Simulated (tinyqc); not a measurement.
Thresholds of impact ionisation and Auger recombination from band masses: sweeps and comparisons. A value that a table varies takes the place of the one given here.

Parabolic bands, no phonon. At threshold the three slow carriers share one velocity. With M their total mass and m4 the mass of the fast carrier, the fast carrier has the kinetic energy E_T = G M/(M - m4) and the slow ones together E_a = G m4/(M - m4), the activation energy of the Auger rate. CCCH (fast electron): G = Eg, M = 2 me + mh, m4 = me. CHHS (hole into the split-off band): G = Eg - Dso, M = 2 mh + me, m4 = ms; this form holds for Eg > Dso (below, the process needs about Dso - Eg and is marked by a dash). CHHL (hole into the light band): G = Eg, M = 2 mh + me, m4 = ml. CHHH (fast heavy hole): G = Eg, M = 2 mh + me, m4 = mh.

Non-parabolic fast electron: E (1 + alpha E) = c k^2/me with alpha = (1 - me)^2/Eg; the slow carriers stay parabolic, so E_T = Eg + me E_T (1 + alpha E_T)/M, M = 2 me + mh (the root between Eg and 1.9 Eg).

Constants: kB = 8.617333262e-05 eV/K; hc = 1239.841984 eV nm.

Values chosen for the exercise (near those of InAs, gap at low temperature and not tied to T; the results hold for these values, not for the real material): Eg = 0.428 eV (gap at Gamma to the s-like level); Dso = 0.387 eV (spin-orbit splitting); me = 0.0262 m0 (electron mass at Gamma); mh = 0.39 m0 (heavy-hole mass); ms = 0.146 m0 (split-off mass); ml = 0.0271 m0 (light-hole mass); T = 400 K (temperature).

## The gap of an alloy series

Eg is varied with me and ml proportional to it; mh, ms and Dso are kept. E_a of three processes; wavelength hc/Eg.

Results:

| Eg (eV) | wavelength (micrometre) | me | CCCH (meV) | CCCH non-parabolic (meV) | CHHS (meV) | CHHL (meV) | log10 exp(-E_a/kT), non-parabolic |
|---|---|---|---|---|---|---|---|
| 0.128 | 9.69 | 0.0078 | 2.5 | 5.2 | - | 1.3 | -0.07 |
| 0.214 | 5.79 | 0.0131 | 7.0 | 14.7 | - | 3.7 | -0.19 |
| 0.321 | 3.86 | 0.0197 | 15.4 | 33.4 | - | 8.4 | -0.42 |
| 0.428 | 2.90 | 0.0262 | 26.9 | 60.2 | 9.1 | 14.9 | -0.76 |
| 0.535 | 2.32 | 0.0328 | 41.4 | 95.3 | 32.4 | 23.3 | -1.20 |
| 0.685 | 1.81 | 0.0419 | 66.5 | 159.2 | 64.4 | 38.2 | -2.01 |
| 0.856 | 1.45 | 0.0524 | 101.4 | 254.7 | 99.8 | 59.6 | -3.21 |

E_a of CCCH goes nearly as Eg^2 (power 1.94 over the table), as both G and me grow; the non-parabolic value goes with the power 2.05, and its Boltzmann factor spans 3.1 decades; rows with E_a far above kT are formal, since phonon-assisted processes and side valleys rule there. CHHS is resonant at Eg = Dso = 0.387 eV, with no activation, and is the easiest process near there; it has the lowest E_a of the parabolic values for Eg = 0.428 eV.

## The mass ratio

mu = me/mh is varied; thresholds in units of Eg for ionisation started by an electron, (1 + 2 mu)/(1 + mu), and by a heavy hole, (2 + mu)/(1 + mu).

Results:

| mu | electron (Eg) | hole (Eg) | electron (eV) | hole (eV) |
|---|---|---|---|---|
| 0.051 | 1.0485 | 1.9515 | 0.449 | 0.835 |
| 0.062 | 1.0584 | 1.9416 | 0.453 | 0.831 |
| 0.067 | 1.0628 | 1.9372 | 0.455 | 0.829 |
| 0.190 | 1.1597 | 1.8403 | 0.496 | 0.788 |
| 0.500 | 1.3333 | 1.6667 | 0.571 | 0.713 |
| 1.000 | 1.5000 | 1.5000 | 0.642 | 0.642 |
| 1.600 | 1.6154 | 1.3846 | 0.691 | 0.593 |

The two thresholds add up to 3 Eg in every row and are equal, 3/2 Eg, at mu = 1. The lighter carrier has the lower threshold; in the first row the two differ by 0.386 eV, which would favour one carrier in avalanche multiplication. Real ionisation rates depend on the whole band structure and can be nearly equal although the edge masses differ.

## What each parameter does

Activation energies. Each row changes one parameter from the base and keeps the others.

Results:

| case | CCCH (meV) | CCCH non-parabolic (meV) | CHHL (meV) |
|---|---|---|---|
| base | 26.94 | 60.18 | 14.89 |
| Eg = 0.4708 eV | 29.64 | 66.20 | 16.38 |
| Dso = 0.3483 eV | 26.94 | 60.18 | 14.89 |
| me = 0.0236 m0 | 24.42 | 53.94 | 14.94 |
| mh = 0.351 m0 | 29.73 | 67.52 | 16.54 |
| ms = 0.1606 m0 | 26.94 | 60.18 | 14.89 |
| ml = 0.0298 m0 | 26.94 | 60.18 | 16.43 |

The largest shifts from the base row, up to three for each result and ties (the steps differ in size, so this ranks the rows, not the parameters). CCCH (meV): mh +2.79, Eg +2.69, me -2.52; unchanged at the printed digits by Dso, ms and ml. CCCH non-parabolic (meV): mh +7.33, me -6.24, Eg +6.02; unchanged at the printed digits by Dso, ms and ml. CHHL (meV): mh +1.66, ml +1.54, Eg +1.49; unchanged at the printed digits by Dso and ms.

Computed by tinyqc, a small Python program: `OMP_NUM_THREADS=1 python tinyqc.py 1880012 1880013 out.jsonl` (the numbers bound the seed that draws the inputs); one thread of a shared host (Intel(R) Xeon(R) Processor @ 2.30GHz), about 0.01 s for the whole set of steps.
